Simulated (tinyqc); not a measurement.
Inside a calculation. Method: empirical pseudopotential in a few plane waves. One step of it, computed by the program tinyqc.

Question. Bloch Hamiltonian at k. Basis: the 15 shortest G (labels in 2 pi/a), the same at every k. H(G,G') = c |k + G|^2 delta + VS(|G-G'|^2) cos((G-G').tau) + i VA sin((G-G').tau), tau = a/8 (1,1,1); 1 Ry = 13.605693 eV.

Parameters chosen for this model: fcc lattice, atoms at +/- a/8 (1,1,1); form factors in rydberg at |G|^2 in units of (2 pi/a)^2:
```
parameter,value,unit
a,5.910000,angstrom
VS(3),-0.198000,Ry
VS(8),-0.003000,Ry
VS(11),0.057000,Ry
VA(3),0.060000,Ry
VA(4),0.030000,Ry
VA(11),0.020000,Ry
hbar^2/2m (2 pi/a)^2,4.306334,eV
```

k point k (2 pi / a): -0.140000  0.090000  -0.360000

Give: H(k) at k.

Answer.

H(k) at k (eV):
```
,+0+0+0,-1-1-1,-1-1+1,-1+1-1,-1+1+1,+1-1-1,+1-1+1,+1+1-1,+1+1+1,-2+0+0,+0-2+0,+0+0-2,+0+0+2,+0+2+0,+2+0+0
+0+0+0,0.6774,1.9049+0.5772i,-1.9049+0.5772i,-1.9049+0.5772i,-1.9049-0.5772i,-1.9049+0.5772i,-1.9049-0.5772i,-1.9049-0.5772i,1.9049-0.5772i,0.0000+0.4082i,0.0000+0.4082i,0.0000+0.4082i,0.0000-0.4082i,0.0000-0.4082i,0.0000-0.4082i
-1-1-1,1.9049-0.5772i,17.1276,0.0000-0.4082i,0.0000-0.4082i,0.0408,0.0000-0.4082i,0.0408,0.0408,0.0000,-1.9049-0.5772i,-1.9049-0.5772i,-1.9049-0.5772i,-0.5484+0.1924i,-0.5484+0.1924i,-0.5484+0.1924i
-1-1+1,-1.9049-0.5772i,0.0000+0.4082i,10.9265,-0.0408,0.0000-0.4082i,-0.0408,0.0000-0.4082i,0.0000,0.0408,-1.9049+0.5772i,-1.9049+0.5772i,0.5484+0.1924i,1.9049-0.5772i,-0.5484-0.1924i,-0.5484-0.1924i
-1+1-1,-1.9049-0.5772i,0.0000+0.4082i,-0.0408,18.6779,0.0000-0.4082i,-0.0408,0.0000,0.0000-0.4082i,0.0408,-1.9049+0.5772i,0.5484+0.1924i,-1.9049+0.5772i,-0.5484-0.1924i,1.9049-0.5772i,-0.5484-0.1924i
-1+1+1,-1.9049+0.5772i,0.0408,0.0000+0.4082i,0.0000+0.4082i,12.4767,0.0000,-0.0408,-0.0408,0.0000-0.4082i,1.9049+0.5772i,-0.5484+0.1924i,-0.5484+0.1924i,-1.9049-0.5772i,-1.9049-0.5772i,0.5484-0.1924i
+1-1-1,-1.9049-0.5772i,0.0000+0.4082i,-0.0408,-0.0408,0.0000,14.7160,0.0000-0.4082i,0.0000-0.4082i,0.0408,0.5484+0.1924i,-1.9049+0.5772i,-1.9049+0.5772i,-0.5484-0.1924i,-0.5484-0.1924i,1.9049-0.5772i
+1-1+1,-1.9049+0.5772i,0.0408,0.0000+0.4082i,0.0000,-0.0408,0.0000+0.4082i,8.5149,-0.0408,0.0000-0.4082i,-0.5484+0.1924i,1.9049+0.5772i,-0.5484+0.1924i,-1.9049-0.5772i,0.5484-0.1924i,-1.9049-0.5772i
+1+1-1,-1.9049+0.5772i,0.0408,0.0000,0.0000+0.4082i,-0.0408,0.0000+0.4082i,-0.0408,16.2663,0.0000-0.4082i,-0.5484+0.1924i,-0.5484+0.1924i,1.9049+0.5772i,0.5484-0.1924i,-1.9049-0.5772i,-1.9049-0.5772i
+1+1+1,1.9049+0.5772i,0.0000,0.0408,0.0408,0.0000+0.4082i,0.0408,0.0000+0.4082i,0.0000+0.4082i,10.0652,-0.5484-0.1924i,-0.5484-0.1924i,-0.5484-0.1924i,-1.9049+0.5772i,-1.9049+0.5772i,-1.9049+0.5772i
-2+0+0,0.0000-0.4082i,-1.9049+0.5772i,-1.9049-0.5772i,-1.9049-0.5772i,1.9049-0.5772i,0.5484-0.1924i,-0.5484-0.1924i,-0.5484-0.1924i,-0.5484+0.1924i,20.3143,-0.0408,-0.0408,0.0408,0.0408,0.0000
+0-2+0,0.0000-0.4082i,-1.9049+0.5772i,-1.9049-0.5772i,0.5484-0.1924i,-0.5484-0.1924i,-1.9049-0.5772i,1.9049-0.5772i,-0.5484-0.1924i,-0.5484+0.1924i,-0.0408,16.3524,-0.0408,0.0408,0.0000,0.0408
+0+0-2,0.0000-0.4082i,-1.9049+0.5772i,0.5484-0.1924i,-1.9049-0.5772i,-0.5484-0.1924i,-1.9049-0.5772i,-0.5484-0.1924i,1.9049-0.5772i,-0.5484+0.1924i,-0.0408,-0.0408,24.1038,0.0000,0.0408,0.0408
+0+0+2,0.0000+0.4082i,-0.5484-0.1924i,1.9049+0.5772i,-0.5484+0.1924i,-1.9049+0.5772i,-0.5484+0.1924i,-1.9049+0.5772i,0.5484+0.1924i,-1.9049-0.5772i,0.0408,0.0408,0.0000,11.7016,-0.0408,-0.0408
+0+2+0,0.0000+0.4082i,-0.5484-0.1924i,-0.5484+0.1924i,1.9049+0.5772i,-1.9049+0.5772i,-0.5484+0.1924i,0.5484+0.1924i,-1.9049+0.5772i,-1.9049-0.5772i,0.0408,0.0000,0.0408,-0.0408,19.4530,-0.0408
+2+0+0,0.0000+0.4082i,-0.5484-0.1924i,-0.5484+0.1924i,-0.5484+0.1924i,0.5484+0.1924i,1.9049+0.5772i,-1.9049+0.5772i,-1.9049+0.5772i,-1.9049-0.5772i,0.0000,0.0408,0.0408,-0.0408,-0.0408,15.4912
```
